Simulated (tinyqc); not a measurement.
Comparisons within one model: optical gain and spontaneous emission in a bulk direct-gap semiconductor. A value that a table varies takes the place of the one given here.

Parabolic bands, vertical transitions, no excitons. For each hole band j: mr = me mj/(me + mj); joint density of states J_j(E) = (mr/c)^(3/2) sqrt(E - Eg)/(2 pi^2), both spins, c = hbar^2/2m0; averaged matrix element |e.p|^2 = m0 Ep/6; alpha_j(E) = 4 pi^2 alpha_f c Ep J_j/(3 nr E) in 1/angstrom (alpha_f the fine-structure constant, listed as alpha among the constants), times 1e8 for 1/cm.

F_j(eta) = (1/Gamma(j + 1)) integral_0^infinity x^j dx/(1 + exp(x - eta)), which tends to exp(eta) for eta << 0.

Quasi-Fermi levels: n = Nc F_1/2(Fc/kT) and p = Nv F_1/2(Fv/kT), Fc counted up from the conduction edge and Fv down from the valence edge; Nc, Nv from N = 2 (m kB T/(4 pi c))^(3/2) with c = hbar^2/2m0, in 1/angstrom^3; times 1e24 for 1/cm^3, with me and (mhh^(3/2) + mlh^(3/2))^(2/3).

For band j the electron sits at Ee = (E - Eg) mr/me above its edge and the hole at Eh = (E - Eg) mr/mj; fe = 1/(1 + exp((Ee - Fc)/kT)), fh = 1/(1 + exp((Eh - Fv)/kT)); gain g = sum_j alpha_j (fe + fh - 1).

Spontaneous rate: R = integral of (nr E/(hbar c))^2/(pi^2 hbar) sum_j alpha_j fe fh dE, with alpha in 1/cm and (nr E/(hbar c))^2 in 1/cm^2 (1e16 per 1/angstrom^2); B = R/(n p); lifetime n/R.

Constants: hbar^2/2m0 = 3.80998211 eV angstrom^2; fine-structure constant alpha = 0.007297352564; kB = 8.617333262e-05 eV/K; hbar = 6.58211957e-16 eV s; hbar c = 1973.269805 eV angstrom.

Parameters, chosen for this exercise (near those of InP; not measured data):
```
symbol  value    unit    meaning
Eg      1.363    eV      direct gap
me      0.0823   m0      electron mass
mhh     0.623    m0      heavy-hole mass
mlh     0.0879   m0      light-hole mass
Ep      20.4     eV      Kane energy
nr      3.45             refractive index
T       200      K
n       1.4e+18  1/cm^3  injected density, n = p
```

## Peak gain against injection

The peak is the largest g over E; a dash marks no gain.

Gain:
```
n (1/cm^3)  Fc (eV)  Fv (eV)  peak gain (1/cm)  peak E - Eg (eV)  B (cm^3/s)
4.6e+17      0.0146  -0.0467                 -                 -    2.12e-10
7.3e+17      0.0275  -0.0385                 -                 -    1.99e-10
1.0e+18      0.0376  -0.0329                23            0.0016    1.88e-10
1.3e+18      0.0474  -0.0281               181            0.0070    1.78e-10
1.6e+18      0.0560  -0.0242               369            0.0121    1.68e-10
2.1e+18      0.0689  -0.0191               683            0.0200    1.55e-10
2.7e+18      0.0828  -0.0143              1036            0.0285    1.42e-10
3.6e+18      0.1016  -0.0086              1507            0.0397    1.28e-10
```

transparency density (Fc + Fv = 0) = 9.12e+17 1/cm^3

Gain starts at 9.12e+17 1/cm^3, where Fc = -Fv = 0.0345 eV: with Nv/Nc = 22 the electrons must be degenerate before the holes are. The slope of peak gain against n is 5.26e-16 cm^2 between the first two rows with gain and 5.23e-16 between the last two; the peak moves from 0.0016 to 0.0397 eV above the gap as the bands fill, and B falls by a factor 1.66. Line broadening and gap shrinkage are left out.

## Gain spectrum

At the density n.

Spectrum:
```
E - Eg (eV)  alpha, empty (1/cm)  fe, heavy  fh, heavy  g (1/cm)
0.005                       2161      0.935      0.170       222
0.010                       3044      0.917      0.166       241
0.020                       4274      0.869      0.156       101
0.030                       5197      0.799      0.148      -243
0.045                       6298      0.649      0.135     -1164
0.060                       7195      0.461      0.124     -2524
0.080                       8193      0.235      0.110     -4595
0.100                       9035      0.099      0.097     -6429
0.130                      10095      0.023      0.081     -8498
0.170                      11243      0.003      0.063    -10369
0.220                      12386      0.000      0.046    -11896
```

Fc + Fv = 0.0236 eV

g is positive below E - Eg = 0.0236 eV; the largest value listed is 241 1/cm at 0.010 eV. At 0.220 eV above the gap g is -0.96 times the absorption of the empty crystal, whose limit is -1.

## Transparency density and B against temperature

Eg is held fixed; B is taken at n = 1e15 1/cm^3.

Results:
```
T (K)  transparency density (1/cm^3)  Fc/kT there  B (cm^3/s)
100                         3.22e+17        2.003    6.72e-10
150                         5.92e+17        2.003    3.68e-10
200                         9.12e+17        2.003    2.40e-10
250                         1.27e+18        2.003    1.73e-10
300                         1.68e+18        2.003    1.32e-10
350                         2.11e+18        2.003    1.05e-10
400                         2.58e+18        2.003    8.65e-11
500                         3.61e+18        2.003    6.24e-11
```

Fc/kT at transparency stays at 2.003, since it depends on Nv/Nc alone, so the density goes as T^1.50. B goes as T^-1.48, against T^-1.5 for non-degenerate carriers: hot carriers spread over k and fewer pairs share a wave vector.

## What moves transparency and gain

Transparency is Fc + Fv = 0; the peak is the largest g over E at the density n (0 if none). Each row changes one parameter from the base and keeps the others.

Results:
```
case                 transparency density (1/cm^3)  Fc + Fv (eV)  peak gain (1/cm)
base                                      9.12e+17        0.0236               243
me = 0.0946 m0                            1.04e+18        0.0155               173
mhh = 0.374 m0                            7.03e+17        0.0371               604
Ep = 22.4 eV                              9.12e+17        0.0236               267
T = 240 K                                 1.20e+18        0.0098                56
n = 1.82e+18 1/cm^3                       9.12e+17        0.0401               509
nr = 3.62                                 9.12e+17        0.0236               231
```

The largest shifts from the base row, up to three for each result and ties (the steps differ in size, so this ranks the rows, not the parameters). transparency density (1/cm^3): T +2.87e+17, mhh -2.09e+17, me +1.31e+17; unchanged at the printed digits by Ep, n and nr. Fc + Fv (eV): n +0.0164, T -0.0138, mhh +0.0135; unchanged at the printed digits by Ep and nr. peak gain (1/cm): mhh +361, n +266, T -186.

Program tinyqc; command `OMP_NUM_THREADS=1 python tinyqc.py 1680969 1680970 out.jsonl`; about 0.08 s on one thread of a shared Intel(R) Xeon(R) Processor @ 2.30GHz.
